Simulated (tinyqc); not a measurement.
Sub-threshold conduction and electro-thermal threshold of an amorphous chalcogenide: one step of the calculation.

Trap-limited conduction: I = I0 exp(-Ea/kB T) sinh(q V dz/(2 ua kB T)), I0 = 2 q A Nt dz/ta. One lumped temperature T = T0 + Rt I V. The threshold is the largest V for which a steady state exists on the low-current branch.

Question. Self-heating. I at the present T, then T(new) = T0 + Rt I V.

Parameters, values chosen for the exercise; values of the order of Ge-Sb-Te and related chalcogenides:
- T0 = 330 K (ambient temperature)
- A = 430 nm^2 (cross-section)
- ua = 22 nm (amorphous thickness)
- dz = 4.5 nm (distance between traps)
- Ea = 0.36 eV (activation energy)
- Nt = 3e19 cm^-3 (trap density)
- ta = 1e-14 s (attempt time)
- Rt = 4.6 K/uW (thermal resistance)
- V = 1.2 V (voltage across the amorphous layer)

Constants: q = 1.602176634e-19 C, kB = 1.380649e-23 J/K. Results are converted to the units shown.

T after iteration 1 = 331.22105 K

Find: I; T after iteration 2.

Answer.

I = 0.2281 uA
T after iteration 2 = 331.3 K

Range of the model: Purely electronic switching mechanisms, filaments and series resistance are left out.

Program tinyqc, `OMP_NUM_THREADS=1 python tinyqc.py 2490033 2490034 out.jsonl`; Intel Xeon 2.30GHz, shared host, one thread, about 0.01 s.
